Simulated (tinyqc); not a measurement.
# Ferroelectric switching by domains, regions with a spread of times with Merz's law: effects of single changes

A film poled to -Ps gets a pulse V of length t. Field E = V/d, characteristic time tau = t0 exp(Ea/E). The film consists of seven classes of regions, z = -3..3, with weights w_z proportional to exp(-z^2/2) and summing to one, and times tau_z = tau 10^(wd z); the switched share is f = sum w_z [1 - exp(-(t/tau_z)^m)]. P = Ps (2 f - 1).

Values chosen for this exercise:
```
symbol  value     unit                    meaning
Ps         12  uC/cm^2    switchable polarisation
t0       0.32       ns             time prefactor
Ea      11000    kV/cm           activation field
d          20       nm             film thickness
m           2                     Avrami exponent
V         3.1        V              pulse voltage
wd        0.5  decades  spread of switching times
tp        340       ns               pulse length
```

Each table varies one quantity; the others keep the values above.

## Switched share against pulse length

f(t) as above; slope = d ln(-ln(1 - f))/d ln t.

Switched share against pulse length:
```
tp (ns)	f	P (uC/cm^2)	slope
18	0.02056	-11.51	1.629
34	0.05480	-10.68	1.497
66	0.1289	-8.907	1.219
130	0.2678	-5.573	1.152
240	0.4323	-1.624	0.8311
470	0.6426	3.422	0.9038
900	0.8019	7.246	0.5529
1700	0.9161	9.987	0.7349
3300	0.9697	11.27	0.3865
```

What does the table show?

The share f rises from 0.0206 to 0.970 over 2.3 decades of time; a single class with m = 2 needs 1.1 decades for the same change. The slope moves up and down between 0.387 and 1.63, below m: the spread of times stretches the switching.

## Effect of the spread of switching times

Same model as above.

t10, t50 and t90 are the pulse lengths for f = 0.1, 0.5 and 0.9; f is taken at tp.

The same in every row: tau (ns) = 386.6.

Result of one run:
```
wd (decades)	t10 (ns)	t50 (ns)	t90 (ns)	f at tp
1.2	10.55	321.1	8112	0.5162
```

What becomes of these results when the spread of switching times wd is changed from 1.2 to 0.8 decades, all else the same?

Result of the changed run:
```
wd (decades)	t10 (ns)	t50 (ns)	t90 (ns)	f at tp
0.8	25.96	317.1	3188	0.5201
```

The whole series:
```
wd (decades)	t10 (ns)	t50 (ns)	t90 (ns)	f at tp
0	125.5	321.8	586.6	0.5386
0.2	104.9	309.6	740.7	0.5509
0.4	68.48	301.3	1195	0.5426
0.6	41.25	310.5	1972	0.5271
0.8	25.96	317.1	3188	0.5201
1	16.61	319.9	5099	0.5173
1.2	10.55	321.1	8112	0.5162
```

As wd goes from 0 to 1.2 decades, t50 goes from 322 through a minimum of 301 (at wd = 0.4 decades among the rows listed) to 321 ns and f at tp goes from 0.539 through a maximum of 0.551 (at wd = 0.2 decades among the rows listed) to 0.516; t90/t10 goes from 4.67 to 769.

## Effect of the Avrami exponent

Same model as above.

The same in every row: tau (ns) = 386.6.

Result of one run:
```
m	t10 (ns)	t50 (ns)	t90 (ns)	f at tp
4	80.14	351.7	1404	0.4816
```

What becomes of these results when the Avrami exponent m is changed from 4 to 3, all else the same?

Result of the changed run:
```
m	t10 (ns)	t50 (ns)	t90 (ns)	f at tp
3	68.77	337.9	1458	0.5026
```

The whole series:
```
m	t10 (ns)	t50 (ns)	t90 (ns)	f at tp
0.5	3.213	171.3	3067	0.6086
1	23.72	242.6	1755	0.5824
1.5	41.70	277.3	1598	0.5567
2	53.19	305.1	1540	0.5337
2.5	61.43	325.4	1494	0.5161
3	68.77	337.9	1458	0.5026
4	80.14	351.7	1404	0.4816
```

As m goes from 0.5 to 4, t50 rises from 171 to 352 ns and f at tp falls from 0.609 to 0.482; t90/t10 goes from 955 to 17.5.

Numbers from tinyqc (`OMP_NUM_THREADS=1 python tinyqc.py 2860112 2860113 out.jsonl`; about 0.01 s on one thread of a shared Intel Xeon 2.30GHz).
